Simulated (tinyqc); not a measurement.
# Long-channel MOSFET, surface-potential model: effects of single changes

n-channel transistor on a uniformly doped p-type body, gradual-channel approximation, constant mobility, Boltzmann statistics, full ionisation. Potentials are counted from the neutral body; V is the electron quasi-Fermi potential, Vsb at the source and Vsb + Vds at the drain. Charges are magnitudes per area.

Values chosen for this exercise; material values close to those of silicon: temperature T = 300 K; band gap Eg = 1.1 eV; relative permittivity of the semiconductor eps_r = 11.6; conduction-band density of states at T Nc = 2.74e19 cm^-3; valence-band density of states at T Nv = 2.65e19 cm^-3; acceptor density of the body Na = 3.9e16 cm^-3; relative permittivity of the gate insulator eox = 3.72; insulator thickness tox = 4.5 nm; flat-band voltage Vfb = -0.47 V; channel mobility mu = 300 cm^2/(V s); gate width W = 1 um; gate length L = 10 um; source-body reverse bias Vsb = 0 V; drain-source voltage Vds = 0.2 V.

Constants: q = 1.602176634e-19 C, kB = 1.380649e-23 J/K, Vt = kB T/q, eps0 = 8.8541878128e-14 F/cm where lengths are in cm. Results are converted to the units shown.

Each table varies one quantity; the others keep the values above.

## Transfer curve from weak to strong inversion

ni = sqrt(Nc Nv) exp(-Eg/(2 Vt)), Eg in volts; phiF = Vt ln(Na/ni); Cox = eps0 eox/tox; gamma = sqrt(2 q eps0 eps_r Na)/Cox. The surface potential psi at channel potential V solves Vgs + Vsb - Vfb - psi = gamma sqrt(G), G = psi - Vt + Vt exp((psi - 2 phiF - V)/Vt). Charge sheet: Qi = Cox gamma [sqrt(G) - sqrt(psi - Vt)]; I = mu (W/L) [integral of Qi dpsi from psi_0 to psi_L (drift) + Vt (Qi0 - QiL) (diffusion)], with psi_0 at V = Vsb and psi_L at V = Vsb + Vds. Pao-Sah: Qi(V) = (Cox gamma/2) integral from 3 Vt to psi of exp((u - 2 phiF - V)/Vt)/sqrt(G(u, V)) du, and I = mu (W/L) integral of Qi dV from Vsb to Vsb + Vds. Square law: VT = Vfb + 2 phiF + gamma sqrt(2 phiF + Vsb), m = 1 + gamma/(2 sqrt(2 phiF + Vsb)), I = mu Cox (W/L) [(Vgs - VT) v - m v^2/2] with v the smaller of Vds and (Vgs - VT)/m, and zero below VT. gm = dI/dVgs of the charge-sheet current.

Results:

| Vgs (V) | I, charge sheet (uA) | I, Pao-Sah (uA) | drift share (%) | gm/I (1/V) | I, square law (uA) |
|---|---|---|---|---|---|
| 0.23 | 1.576e-6 | 1.615e-6 | 0.004869 | 34.24 | 0 |
| 0.58 | 0.06685 | 0.07041 | 50.95 | 16.50 | 0.2359 |
| 0.75 | 0.4307 | 0.4556 | 79.45 | 6.985 | 0.9401 |
| 0.93 | 1.043 | 1.094 | 89.89 | 3.508 | 1.731 |
| 1.1 | 1.687 | 1.755 | 93.44 | 2.304 | 2.477 |
| 1.28 | 2.399 | 2.480 | 95.27 | 1.673 | 3.268 |
| 1.45 | 3.088 | 3.178 | 96.27 | 1.324 | 4.014 |
| 1.63 | 3.828 | 3.927 | 96.96 | 1.081 | 4.805 |

Estimate the missing row, Vgs = 0.41 V.

Computed row:

| Vgs (V) | I, charge sheet (uA) | I, Pao-Sah (uA) | drift share (%) | gm/I (1/V) | I, square law (uA) |
|---|---|---|---|---|---|
| 0.41 | 7.695e-4 | 7.857e-4 | 2.296 | 33.89 | 0 |

With this row back in the table: The charge-sheet current rises from 1.58e-6 to 3.83 uA. In the first row gm/I is 34.2 1/V, a swing of 67.3 mV a decade, against Vt ln 10 = 59.5 mV a decade for an ideal gate; in the last it is 1.08 1/V. Drift passes half of the current at Vgs = 0.58 V among the rows listed (VT = 0.427 V). The charge sheet departs most from Pao-Sah at Vgs = 0.75 V, where it is 5.5 % below it. In the last row the square law is 22 % above Pao-Sah. For Vgs = 0.93 to 1.63 V the surface electron density at the source passes 0.3 Nc, where degeneracy and quantisation, left out here, matter.

## Output curve

Same model as above.

In this table Vgs = 0.81 V.

Output curve:

| Vds (V) | psi_L (V) | QiL (nC/cm^2) | I, charge sheet (uA) | I, Pao-Sah (uA) | I, square law (uA) |
|---|---|---|---|---|---|
| 0.06 | 0.9498 | 132.8 | 0.2640 | 0.2782 | 0.4615 |
| 0.12 | 0.9984 | 94.39 | 0.4596 | 0.4847 | 0.8369 |
| 0.18 | 1.044 | 58.78 | 0.5909 | 0.6236 | 1.126 |
| 0.25 | 1.088 | 24.06 | 0.6726 | 0.7098 | 1.355 |
| 0.31 | 1.110 | 6.085 | 0.6969 | 0.7351 | 1.458 |
| 0.37 | 1.117 | 0.7901 | 0.7017 | 0.7400 | 1.479 |
| 0.43 | 1.118 | 0.08053 | 0.7022 | 0.7406 | 1.479 |
| 0.5 | 1.118 | 0.005392 | 0.7023 | 0.7406 | 1.479 |
| 0.56 | 1.118 | 5.296e-4 | 0.7023 | 0.7406 | 1.479 |

The Pao-Sah current rises from 0.278 to 0.741 uA, while the charge at the drain end falls from 133 to 5.30e-4 nC/cm^2. The current first comes within 1 % of its last value at Vds = 0.31 V among the rows listed; the square law saturates at (Vgs - VT)/m = 0.352 V. Over the last two rows psi_L moves by less than 1 mV: the drain has lost hold of the surface potential, so the current no longer grows. In the last row the charge sheet is 5.2 % below Pao-Sah and the square law 100 % above it.

Program tinyqc, `OMP_NUM_THREADS=1 python tinyqc.py 2360025 2360026 out.jsonl`; Intel Xeon 2.30GHz, shared host, one thread, about 0.05 s.
